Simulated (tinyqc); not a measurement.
# From time constant tau back to emissivity eps of each face

Model: rapid thermal processing of a wafer: radiative balance, ramp and cooling, pattern effects, pyrometer error and spike budget. Computed by tinyqc, a small Python program. Command: `OMP_NUM_THREADS=1 python tinyqc.py 3110215 3110216 out.jsonl rtp inv`. One thread of a shared host (Intel(R) Xeon(R) Processor @ 2.30GHz), about 0.05 s of CPU time with the checks.

The wafer is opaque and uniform through its thickness unless said otherwise; temperatures in formulas are in kelvin (C + 273.15). sigma = 5.670374419e-12 W/(cm^2 K^4).

Inputs (values chosen for the exercise, modelled on a hot silicon wafer):

| quantity | value | unit |
|---|---|---|
| wafer thickness d | 525 | micrometre |
| heat capacity per volume C | 2.09 | J/(cm^3 K) |
| thermal conductivity k | 0.21 | W/(cm K) |
| reflectivity of the chamber walls r | 0.32 | - |
| gas heat-transfer coefficient h, both faces together | 5.7 | mW/(cm^2 K) |
| wall temperature T_w | 300 | K |
| process temperature | 682 | C |
| ramp rate | 120 | K/s |

Method. Effective emissivity between parallel grey plates: eps_eff = 1/(1/eps + 1/(1 - r) - 1). Loss per area q(T) = 2 eps_eff sigma (T^4 - T_w^4) + h (T - T_w). Absorbed power during a ramp = q(T) + C d x ramp rate; thermal time constant tau = C d/(dq/dT), dq/dT = 8 eps_eff sigma T^3 + h; natural cooling rate q/(C d); front-to-back difference under one-sided heating at the end of the ramp = (absorbed power) d/(2 k).

Question. A run gave the result below. Find the emissivity eps of each face, known to lie between 0.36 and 0.98.

time constant tau = 4.475254 s

Answer.

Each step takes the trial c = (a f_b - b f_a)/(f_b - f_a), f being the result less the target and a, b, c the logarithms of the listed values; c replaces end b, the old b replaces a if the sign of f changed, and otherwise f_a is halved.

Scan of the range:

| emissivity eps of each face | time constant tau (s) |
|---|---|
| 0.360 | 6.14056 |
| 0.425 | 5.56983 |
| 0.503 | 5.03846 |
| 0.594 | 4.56224 |
| 0.702 | 4.13142 |
| 0.829 | 3.74830 |
| 0.980 | 3.40636 |

False position (Illinois rule, in the logarithm of the input) inside the bracket:

| step | end a | end b | trial | time constant tau (s) |
|---|---|---|---|---|
| 1 | 0.594000 | 0.702000 | 0.614376 | 4.47145 |
| 2 | 0.594000 | 0.614376 | 0.612712 | 4.47868 |
| 3 | 0.614376 | 0.612712 | 0.613500 | 4.47525 |
| 4 | 0.612712 | 0.613500 | 0.613500 | 4.47525 |

Time constant tau falls at every point of a 13-point scan of the range (every second point is shown), so one value fits; it is bracketed by 0.594 and 0.702. Answer: emissivity eps of each face = 0.6135.
